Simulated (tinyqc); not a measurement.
Gas flow in a process chamber: flow regimes, conductance, effective pumping speed, pump-down, outgassing and purge: one step, computed by the program tinyqc.

Ideal gas, isothermal flow, a pump of constant speed at the end of a round pipe; process gas, volume gas and outgassing are given the same properties. 1 sccm = 101325 Pa x 1e-6 m^3/60 s x T/273.15 K.

Question. Purging a well-mixed chamber. With steady flow a contaminant decays as exp(-t/residence time); gas used = flow x time.

Inputs (values chosen for the exercise, modelled on hydrogen near room temperature): temperature T = 293 K; process gas flow = 430 sccm.

residence time = 2.190656 s

Give: time to dilute 1e3 times; time to dilute 1e6 times; gas used for 1e6.

Answer.

time to dilute 1e3 times = 15.133 s

time to dilute 1e6 times = 30.265 s

gas used for 1e6 = 216.90 standard cm^3
